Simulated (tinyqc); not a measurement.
Inside a calculation. Model: binary melting diagram from solution models of liquid and solid. Computed by tinyqc, a small Python program that keeps every step. Command: `OMP_NUM_THREADS=1 python tinyqc.py 3001529 3001530 out.jsonl melt walk`. One thread of a shared host (Intel(R) Xeon(R) Processor @ 2.30GHz), about 0.01 s of CPU time with the checks. Intermediate numbers are printed to about 6 digits and carried at full precision; extremes and crossings named in words are read from the listed rows.

x is the fraction of B. In a phase with interaction L: mu_A = G_A + R T ln(1 - x) + L x^2, mu_B = G_B + R T ln x + L (1 - x)^2. Melting: G(liquid) - G(solid) = H (1 - T/T_m) for each pure component.

Inputs (values chosen for the exercise, for a model alloy):
```
quantity                               value    unit
melting point T_A                       1435       K
melting point T_B                        985       K
heat of melting H_A                     37.9  kJ/mol
heat of melting H_B                     7.48  kJ/mol
liquid interaction L_L                   1.6  kJ/mol
solid interaction L_S                    3.1  kJ/mol
position of T, (T - T_A)/(T_B - T_A)    0.79       -
dilute content c0 of B                0.0059       -
growth number V delta/D                    2       -
```

Diagram: complete solid solution (lens).

Constants: R = 8.314462618 J/(mol K).

## Temperature and melting free energies

T = T_A + u (T_B - T_A). The ideal solution has k_A = exp(dG_A/(R T)) = (1 - xs)/(1 - xl) and k_B = exp(dG_B/(R T)) = xs/xl, so xl = (1 - k_A)/(k_B - k_A).

T = 1079.5 K

dG_A = 9.38916 kJ/mol

dG_B = -0.717624 kJ/mol

ideal liquidus xl = 0.960048

ideal solidus xs = 0.886277

## Tie line by Newton steps

Equal potentials: F_A = dG_A + R T ln[(1 - xl)/(1 - xs)] + L_L xl^2 - L_S xs^2 = 0, F_B = dG_B + R T ln(xl/xs) + L_L (1 - xl)^2 - L_S (1 - xs)^2 = 0. Newton steps from the ideal values with the exact Jacobian, halved if x would leave (0, 1); stop below 1e-12, residuals under 1e-7 shown as 0.

Iteration:
```
step        xl        xs  F_A (kJ/mol)  F_B (kJ/mol)
1     0.960048  0.886277  -9.60301e-01  -3.75383e-02
2     0.951680  0.874103  -1.25405e-01   1.64216e-04
3     0.950630  0.873094  -1.80485e-03  -8.73422e-07
4     0.950614  0.873078  -3.90686e-07             0
5     0.950614  0.873078             0             0
```

liquidus xl = 0.950614

solidus xs = 0.873078

The interactions move the liquidus by -0.0094 and the solidus by -0.0132; the lens is 1.05 times as wide as the ideal one here.

## Dilute B in A: partition coefficient and slope

At T_A, k0 = exp[(dG_B(T_A) + L_L - L_S)/(R T_A)]; van 't Hoff: m_L = -R T_A^2 (1 - k0)/H_A per unit fraction. Burton-Prim-Slichter: k_eff = k0/[k0 + (1 - k0) exp(-V delta/D)]. Freezing range of c0: |m_L| c0 |1 - k0|/k0.

partition coefficient k0 = 0.662236

liquidus slope m_L = -152.585 K

effective coefficient k_eff = 0.935431

freezing range = 0.459159 K

k0 < 1: the solid rejects B and B lowers the melting point. Faster growth moves k_eff towards 1.

## Solute along a frozen bar

For the solid at frozen fraction f, relative to c0. Lever rule: k0/[1 - (1 - k0) f]. Scheil (no diffusion in the solid, mixed liquid): k (1 - f)^(k - 1), with k0 and with k_eff. One zone pass with a zone a tenth of the bar long: 1 - (1 - k0) exp(-10 k0 f).

Ratio c_s/c0:
```
f    lever rule  Scheil, k0  Scheil, k_eff  one zone pass
0.0    0.662236     0.66224        0.93543       0.662236
0.1    0.685386     0.68623        0.94182       0.825816
0.3    0.736906     0.74702        0.95722       0.953677
0.5    0.796802     0.83693        0.97825       0.987681
0.7    0.867295     0.99454        1.01105       0.996724
0.8    0.907435     1.14051        1.03787       0.998310
0.9    0.951472     1.44137        1.08538       0.999129
```

All but the k_eff column start at k0 = 0.662. At f = 0.9 Scheil gives 1.44 against 0.951 for the lever rule, since the solid keeps what it took and the last liquid is richer in B. Scheil passes c0 at f = 0.705. Last over first value: 2.18 with k0 and 1.16 with k_eff, so faster growth gives the more even bar.

## The lens

The formulas are those given above.

Liquidus and solidus:
```
T (K)        xl        xs  ideal xl  ideal xs
1412   0.141535  0.095663  0.180355  0.136828
1345   0.459141  0.331212  0.521998  0.408790
1278   0.667737  0.513995  0.716433  0.581080
1210   0.805773  0.660081  0.837534  0.706714
1142   0.895861  0.779080  0.914316  0.806426
1075   0.953766  0.879449  0.962649  0.891783
1008   0.990865  0.970124  0.992792  0.972316
```

The lens is widest among these rows at 1278 K (0.154 in x, ideal 0.135). L_L - L_S = -1.5 kJ/mol, relative to the mixed solid, favours the mixed liquid, and the liquidus lies below the ideal one in every row.

Checks made by the program: tie line against the common tangent on 20001 points (relative difference 2e-05); k0 and m_L against a tie line 0.01 K from T_A (relative difference 3e-05).
